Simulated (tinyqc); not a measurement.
Kronig-Penney superlattice by transfer matrices: sweeps and comparisons. A value that a table varies takes the place of the one given here.

Wells (width a, potential 0, mass mw) alternate with barriers (width b, height V0, mass mb); period d = a + b; c = hbar^2/2m0. The vector (psi, psi'/m) is continuous, and a layer of thickness t carries it by M = [[cos kt, (m/k) sin kt], [-(k/m) sin kt, cos kt]] with k = sqrt(m (E - V)/c); for E < V, k = i kappa gives [[cosh, (m/kappa) sinh], [(kappa/m) sinh, cosh]] of kappa t. A Bloch state obeys cos(q d) = tr(Mb Mw)/2.

Constants: hbar^2/2m0 = 3.80998211 eV angstrom^2.

Values chosen for the exercise (near those of a GaAs superlattice with barriers of AlGaAs; the results hold for these values, not for the real material):

| symbol | value | unit | meaning |
|---|---|---|---|
| a | 118 | angstrom | well width |
| V0 | 0.138 | eV | barrier height |
| mw | 0.0677 | m0 | mass in the wells |
| mb | 0.0811 | m0 | mass in the barriers |
| bs | (16.5, 24.8, 33, 42.9, 52.8, 66, 82.5) | angstrom | barrier widths |
| b | 33 | angstrom | barrier width |

## Barrier width

First miniband against b. m_z = -2 c f'/d^2 with f = tr M/2 at the bottom of the band. E1 is the level of the single well, kappa1 its decay constant in the barrier.

First miniband:

| b (angstrom) | bottom (eV) | top (eV) | W (meV) | ln W | m_z (m0) |
|---|---|---|---|---|---|
| 16.5 | 0.0122 | 0.0298 | 17.61 | 2.869 | 0.0790 |
| 24.8 | 0.0152 | 0.0268 | 11.65 | 2.455 | 0.0924 |
| 33.0 | 0.0171 | 0.0249 | 7.741 | 2.047 | 0.112 |
| 42.9 | 0.0186 | 0.0233 | 4.723 | 1.552 | 0.148 |
| 52.8 | 0.0195 | 0.0224 | 2.881 | 1.058 | 0.203 |
| 66.0 | 0.0202 | 0.0217 | 1.490 | 0.399 | 0.322 |
| 82.5 | 0.0206 | 0.0212 | 0.6539 | -0.425 | 0.598 |

E1 = 0.0209 eV
kappa1 = 0.0499 1/angstrom

What can be read from the table?

W falls from 17.6 to 0.65 meV, and both edges close in on E1. The slope of ln W is -0.0498 per angstrom over the first two rows and -0.0499 over the last two, against -kappa1 = -0.0499: the width follows one power of the tunnelling amplitude once the wells couple weakly. m_z grows by a factor 7.6.

## From one barrier to a miniband

Transmission through N barriers separated by wells, between leads of the well material: T = 4/[(M11 + M22)^2 + (u M12 - M21/u)^2] with u = k/mw and M the product over all layers; twelve evenly spaced energies around the first miniband.

Transmission:

| E (eV) | tr M/2 of a period | N = 1 | N = 2 | N = 4 | N = 8 |
|---|---|---|---|---|---|
| 0.013633 | 2.311 | 0.0556 | 0.00275 | 7.35e-06 | 5.28e-11 |
| 0.015041 | 1.747 | 0.0613 | 0.00532 | 5.14e-05 | 4.93e-09 |
| 0.016448 | 1.230 | 0.0670 | 0.0117 | 0.000724 | 3.50e-06 |
| 0.017856 | 0.758 | 0.0727 | 0.0330 | 0.279 | 0.0958 |
| 0.019263 | 0.329 | 0.0783 | 0.164 | 0.0741 | 0.275 |
| 0.020670 | -0.060 | 0.0840 | 0.863 | 0.616 | 0.298 |
| 0.022078 | -0.411 | 0.0897 | 0.127 | 0.0767 | 0.580 |
| 0.023485 | -0.726 | 0.0953 | 0.0476 | 0.815 | 0.527 |
| 0.024893 | -1.007 | 0.101 | 0.0269 | 0.00653 | 0.00134 |
| 0.026300 | -1.256 | 0.107 | 0.0186 | 0.00102 | 3.72e-06 |
| 0.027708 | -1.475 | 0.112 | 0.0143 | 0.000323 | 1.76e-07 |
| 0.029115 | -1.666 | 0.118 | 0.0119 | 0.000145 | 2.23e-08 |

What can be read from the table?

5 of the energies lie in the miniband (|tr M/2| <= 1); there T for N = 8 runs between 0.0958 and 0.58. In the gaps it falls with N: at E = 0.0291 eV from 0.000145 (N = 4) to 2.23e-08 (N = 8), a slope of ln T of -2.20 a period, against -2 arccosh|tr M/2| = -2.20.

## What each parameter does

Bottom and width of the first miniband, the gap above it, and m_z = -2 c f'/d^2 with f = tr M/2. Each row changes one parameter from the base and keeps the others.

Results:

| case | bottom (eV) | width (meV) | gap (meV) | m_z (m0) |
|---|---|---|---|---|
| base | 0.0171 | 7.7 | 43.2 | 0.1123 |
| a = 130 angstrom | 0.0150 | 6.2 | 38.6 | 0.1173 |
| b = 28 angstrom | 0.0160 | 9.9 | 39.8 | 0.0992 |
| V0 = 0.117 eV | 0.0156 | 8.9 | 38.5 | 0.1019 |
| mw = 0.0609 m0 | 0.0178 | 8.7 | 45.4 | 0.1014 |
| mb = 0.0689 m0 | 0.0174 | 8.8 | 42.2 | 0.1015 |

What can be read from the table?

The largest shifts from the base row, up to three for each result and ties (the steps differ in size, so this ranks the rows, not the parameters). bottom (eV): a -0.0021, V0 -0.0015, b -0.0011. width (meV): b +2.2, a -1.5, V0 +1.2. gap (meV): V0 -4.6, a -4.6, b -3.4. m_z (m0): b -0.0130, mw -0.0108, mb -0.0108.

tinyqc: `OMP_NUM_THREADS=1 python tinyqc.py 1281096 1281097 out.jsonl`; about 0.2 s, one thread, shared Intel(R) Xeon(R) Processor @ 2.30GHz.
